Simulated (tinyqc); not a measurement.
Inside a calculation. Model: longitudinal sound in a periodic multilayer: transfer matrices, stop bands and folded phonons. Computed by tinyqc, a small Python program that keeps every step. Command: `OMP_NUM_THREADS=1 python tinyqc.py 3004714 3004715 out.jsonl multilayer walk`. One thread of a shared host (Intel(R) Xeon(R) Processor @ 2.30GHz), about 0.01 s of CPU time with the checks. Intermediate numbers are printed to about 6 digits and carried at full precision; extremes and crossings named in words are read from the listed rows.

Layers 1 and 2 repeat with period d = d_1 + d_2; waves travel normal to the layers, without loss. State vector (u, s): displacement u and stress divided by omega. Impedances Z = rho v are in 1e6 kg/(m^2 s).

Inputs (values chosen for the exercise, modelled on gallium nitride (layer 1), aluminium nitride (layer 2) and silica (substrate)):

| quantity | value | unit |
|---|---|---|
| density rho_1 | 6.03 | g/cm^3 |
| velocity v_1 | 8120 | m/s |
| thickness d_1 | 222 | nm |
| density rho_2 | 3.24 | g/cm^3 |
| velocity v_2 | 10800 | m/s |
| thickness d_2 | 304 | nm |
| substrate density | 2.23 | g/cm^3 |
| substrate velocity | 5890 | m/s |
| periods N | 5 | - |
| frequency f | 10.1 | GHz |

## Impedances, mean velocity and Bragg frequency

Z = rho v; interface reflection r = (Z_2 - Z_1)/(Z_2 + Z_1) (stress amplitude, from 1 into 2); Bragg frequency f_B = 1/[2 (d_1/v_1 + d_2/v_2)]; long-wave velocity v_eff = d/sqrt[(d_1/v_1)^2 + (d_2/v_2)^2 + (Z_1/Z_2 + Z_2/Z_1)(d_1/v_1)(d_2/v_2)].

Z_1 = 48.9636

Z_2 = 34.992

Z of the substrate = 13.1347

interface reflection r = -0.166417

Bragg frequency f_B = 9.01095 GHz

long-wave velocity v_eff = 9347.36 m/s

## Transfer matrix of one period

A layer maps (u, s) by [[cos p, sin p/Z], [-Z sin p, cos p]], p = 2 pi f d_i/v_i; one period is M = M_2 M_1, and cos(q d) = trace(M)/2.

phase p_1 = 1.73499 rad

phase p_2 = 1.78629 rad

M:
```
          1            2
1  -1.31358  -0.00887166
2   15.9164    -0.653782
```

trace(M)/2 = -0.983681

|trace/2| < 1: f lies in a pass band, with q d = 2.9607 rad (folded into 0 to pi).

## Transmission through N periods

For N periods A = M^N. A wave comes from a thick layer of material 1 and leaves into the substrate (Z_s): transmitted power T = 4 Z_1 Z_s/|Z_1 A_22 + Z_s A_11 - i (Z_1 Z_s A_12 - A_21)|^2, reflected power R = 1 - T.

A = M^N:
```
          1           2
1  -2.05948  -0.0387631
2   69.5440    0.823386
```

transmitted power T = 0.282654

T in decibel = -5.48745 dB

## The first stop band

Gap m contains m f_B; its edges, where trace(M)/2 = (-1)^m, are found by root search. Weak-contrast estimate of the width: (4 f_B/pi) |r sin(m pi a)|, a = (d_1/v_1)/(d_1/v_1 + d_2/v_2).

lower edge = 8.05203 GHz

upper edge = 9.96976 GHz

width/f_B = 21.2822 %

transmitted power at f_B = 0.406014

## The first four gaps

The formulas are those given above.

Stop bands (GHz):

| m | lower edge | upper edge | width | weak-contrast estimate |
|---|---|---|---|---|
| 1 | 8.0520 | 9.9698 | 1.91773 | 1.90881 |
| 2 | 17.9783 | 18.0657 | 0.08734 | 0.08734 |
| 3 | 26.0759 | 27.9895 | 1.91367 | 1.90482 |
| 4 | 35.9568 | 36.1313 | 0.17451 | 0.17450 |

With a = 0.493, gap 1 is the widest and gap 2 the narrowest: the layers are near a quarter wave each at f_B, so the even gaps almost close. The weak-contrast estimate misses the first width by -0.5 % at |r| = 0.17. Odd gaps open at the edge of the folded zone (q = pi/d), even ones at its centre.

## Mirror strength against the number of periods

The formulas are those given above.

Transmitted power:

| N | T at f_B | T at f_B (dB) | T at f |
|---|---|---|---|
| 1 | 0.902943 | -0.443396 | 0.888735 |
| 2 | 0.999480 | -0.00226071 | 0.851197 |
| 3 | 0.886526 | -0.523084 | 0.609217 |
| 4 | 0.645311 | -1.90231 | 0.405732 |
| 6 | 0.232783 | -6.33048 | 0.211768 |
| 8 | 0.0667211 | -11.7574 | 0.146718 |
| 12 | 0.00469003 | -23.2882 | 0.144459 |
| 16 | 3.20031e-04 | -34.9481 | 0.384980 |
| 24 | 1.48386e-06 | -58.2861 | 0.183114 |

At f_B each further period removes 2.92 dB at large N, which is 20 log10 of the impedance ratio, 2.92 dB, as for a quarter-wave stack; 99 % reflection needs N = 12 among these rows.

Checks made by the program: trace against Rytov's formula cos p_1 cos p_2 - (1/2)(Z_1/Z_2 + Z_2/Z_1) sin p_1 sin p_2 (relative difference below 1e-10).
